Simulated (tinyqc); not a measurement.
Inside a calculation. Method: plane-wave Kohn-Sham cycle with exchange-only LDA in a layered model solid. Computed by tinyqc, a small Python program that keeps every step. Settings: points = 16, plane-wave index or count = 3, electrons = 2, k points = 1, area = 38.0, mixing = 0.3, iteration cap = 77. Command: `OMP_NUM_THREADS=1 python tinyqc.py 25614 25615 out.jsonl` (the two numbers bound the seeds that draw the settings). One thread of a shared host (Intel(R) Xeon(R) Processor @ 2.60GHz), about 0.02 s of CPU time with the checks. Later iterations appear only in the table of the cycle.

## Iteration 1: potential

A solid whose potential varies along x alone (atomic units):
```
parameter                      value
period a                   16.200000
cross-section of the cell  38.000000
electrons per cell                 2
grid points                       16
plane waves -n..n, n               3
k points                           1
V1 in V1 cos(2 pi x/a)     -0.430000
```

density at the start, on the grid x_j = j a/N (e/bohr^3): 0.00324886  0.00324886  0.00324886  0.00324886  0.00324886  0.00324886  0.00324886  0.00324886  0.00324886  0.00324886  0.00324886  0.00324886  0.00324886  0.00324886  0.00324886  0.00324886

V_H(G) = 4 pi rho(G)/G^2 for G != 0 (uniform background); v_x = -(3 rho/pi)^(1/3); V = V_ext + V_H + v_x; Fourier components f(G_m) = (1/N) sum_j f(x_j) exp(-i G_m x_j).

Potentials on the grid (hartree):
```
x              V_ext       V_H        v_x          V
0.000000   -0.430000  0.000000  -0.145848  -0.575848
1.012500   -0.397268  0.000000  -0.145848  -0.543116
2.025000   -0.304056  0.000000  -0.145848  -0.449904
3.037500   -0.164554  0.000000  -0.145848  -0.310402
4.050000           0  0.000000  -0.145848  -0.145848
5.062500    0.164554  0.000000  -0.145848   0.018706
6.075000    0.304056  0.000000  -0.145848   0.158208
7.087500    0.397268  0.000000  -0.145848   0.251420
8.100000    0.430000  0.000000  -0.145848   0.284152
9.112500    0.397268  0.000000  -0.145848   0.251420
10.125000   0.304056  0.000000  -0.145848   0.158208
11.137500   0.164554  0.000000  -0.145848   0.018706
12.150000          0  0.000000  -0.145848  -0.145848
13.162500  -0.164554  0.000000  -0.145848  -0.310402
14.175000  -0.304056  0.000000  -0.145848  -0.449904
15.187500  -0.397268  0.000000  -0.145848  -0.543116
```

V(G_m), m = 0, 1, 2, ... (hartree): -0.145848  -0.215000  0.000000  0.000000  0.000000  0.000000  0.000000

## Iteration 1: Hamiltonian at one k

k = 0.000000 2 pi / a

H(m,m') = (k + G_m)^2/2 delta + V(G_m - G_m'), with V(-G) = V(G).

H (hartree), lower triangle:
```
           -3         -2         -1         +0         +1         +2        +3
-3   0.531079
-2  -0.215000   0.155009
-1   0.000000  -0.215000  -0.070634
+0   0.000000   0.000000  -0.215000  -0.145848
+1   0.000000   0.000000   0.000000  -0.215000  -0.070634
+2   0.000000   0.000000   0.000000   0.000000  -0.215000   0.155009
+3   0.000000   0.000000   0.000000   0.000000   0.000000  -0.215000  0.531079
```

## Iteration 1: levels at that k

Diagonalise the Hermitian matrix.

eigenvalues (hartree): -0.453477  -0.218742  -0.007347  0.193299  0.286906  0.640898  0.643524

## Iteration 1: new density

Motion across x is left out: the lowest 1 band(s) hold two electrons at each of the k points (j + 1/2)/nk - 1/2. Residual R = rho(out) - rho(in); rho(new) = rho(in) + 0.3 R. rho(out) = 2/(a A nk) sum |psi|^2 with psi = sum c exp(i G x). Harris energy E = band energy - dV sum rho (V_H/2 + v_x) + (3/4) dV sum rho v_x with rho(in), dV = a A/N, band energy = (2/nk) sum of the filled levels.

rho(out) (e/bohr^3): 0.01430049  0.01130762  0.00553272  0.00164133  0.00030458  0.00004593  0.00000790  0.00000058  0.00000001  0.00000058  0.00000790  0.00004593  0.00030458  0.00164133  0.00553272  0.01130762

density after iteration 1 (e/bohr^3): 0.00656435  0.00566649  0.00393402  0.00276660  0.00236558  0.00228798  0.00227658  0.00227438  0.00227421  0.00227438  0.00227658  0.00228798  0.00236558  0.00276660  0.00393402  0.00566649

energy per cell = -0.83403028 hartree

## Iteration 2: potential

As before.

Potentials on the grid (hartree):
```
x              V_ext        V_H        v_x          V
0.000000   -0.430000   0.165026  -0.184383  -0.449357
1.012500   -0.397268   0.144701  -0.175561  -0.428128
2.025000   -0.304056   0.094149  -0.155454  -0.365361
3.037500   -0.164554   0.034078  -0.138242  -0.268717
4.050000           0  -0.020636  -0.131211  -0.151847
5.062500    0.164554  -0.064301  -0.129760  -0.029508
6.075000    0.304056  -0.095648  -0.129544   0.078863
7.087500    0.397268  -0.114478  -0.129502   0.153288
8.100000    0.430000  -0.120756  -0.129499   0.179745
9.112500    0.397268  -0.114478  -0.129502   0.153288
10.125000   0.304056  -0.095648  -0.129544   0.078863
11.137500   0.164554  -0.064301  -0.129760  -0.029508
12.150000          0  -0.020636  -0.131211  -0.151847
13.162500  -0.164554   0.034078  -0.138242  -0.268717
14.175000  -0.304056   0.094149  -0.155454  -0.365361
15.187500  -0.397268   0.144701  -0.175561  -0.428128
```

V(G_m), m = 0, 1, 2, ... (hartree): -0.143277  -0.157171  0.004197  -0.000242  -0.000019  0.000133  0.000063

## Iteration 2: Hamiltonian at one k

k = 0.000000 2 pi / a

As before.

H (hartree), lower triangle:
```
           -3         -2         -1         +0         +1         +2        +3
-3   0.533651
-2  -0.157171   0.157580
-1   0.004197  -0.157171  -0.068063
+0  -0.000242   0.004197  -0.157171  -0.143277
+1  -0.000019  -0.000242   0.004197  -0.157171  -0.068063
+2   0.000133  -0.000019  -0.000242   0.004197  -0.157171   0.157580
+3   0.000063   0.000133  -0.000019  -0.000242   0.004197  -0.157171  0.533651
```

## Iteration 2: levels at that k

As before.

eigenvalues (hartree): -0.350009  -0.158923  0.006414  0.181837  0.230883  0.596012  0.596845

## Iteration 2: new density

As before.

rho(out) (e/bohr^3): 0.01303646  0.01069504  0.00589362  0.00218468  0.00056312  0.00011273  0.00002010  0.00000300  0.00000075  0.00000300  0.00002010  0.00011273  0.00056312  0.00218468  0.00589362  0.01069504

density after iteration 2 (e/bohr^3): 0.00850598  0.00717506  0.00452190  0.00259203  0.00182484  0.00163541  0.00159963  0.00159296  0.00159217  0.00159296  0.00159963  0.00163541  0.00182484  0.00259203  0.00452190  0.00717506

energy per cell = -0.66330956 hartree

## Convergence

Stop when sqrt(dV sum R^2) is below 1e-8, dV = a A/N.

Course of the cycle:
```
iteration  E (hartree)  norm of the residual
1          -0.83403028              1.17e-01
2          -0.66330956              7.40e-02
3          -0.58900191              4.40e-02
4          -0.56092657              2.54e-02
5          -0.55176469              1.56e-02
6          -0.54920325              1.08e-02
7          -0.54859748              8.18e-03
8          -0.54849294              6.20e-03
9          -0.54849873              4.60e-03
10         -0.54852067              3.36e-03
11         -0.54853895              2.41e-03
...                ...                   ...
38         -0.54856861              2.24e-07
39         -0.54856861              1.60e-07
40         -0.54856861              1.13e-07
41         -0.54856861              8.06e-08
42         -0.54856861              5.73e-08
43         -0.54856861              4.08e-08
44         -0.54856861              2.90e-08
45         -0.54856861              2.06e-08
46         -0.54856861              1.47e-08
47         -0.54856861              1.04e-08
48         -0.54856861              7.42e-09
```

Converged in 48 iterations. Before convergence this energy mixes input and output and is not variational, so it may rise towards its limit.
